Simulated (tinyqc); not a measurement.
# Potential step from the flux

Question. On one interval J = (q mu Vt/hx) [nb B(d) - na B(-d)], B(d) = d/(exp(d) - 1), d = (psi_b - psi_a)/Vt. Find psi_b - psi_a, and the step at which J would vanish.

Parameters, values chosen for the exercise: temperature T = 450 K; electron mobility mu = 11100 cm^2/(V s); density at the left node na = 5.1e13 cm^-3; density at the right node nb = 2.5e14 cm^-3; node spacing hx = 27 nm.

Constants: q = 1.602176634e-19 C, kB = 1.380649e-23 J/K, Vt = kB T/q. Results are converted to the units shown.

J = -3332.2243 A/cm^2

Answer. B(d) falls and B(-d) rises with d, so J falls steadily with the step and one value matches. J = 0 needs nb/na = exp(d), the Boltzmann ratio.

psi_b - psi_a = 0.1210 V
step for J = 0 = 0.06164 V

Computed by the program tinyqc: `OMP_NUM_THREADS=1 python tinyqc.py 2220019 2220020 out.jsonl`, one thread of a shared Intel Xeon 2.30GHz, about 0.01 s for the whole run.
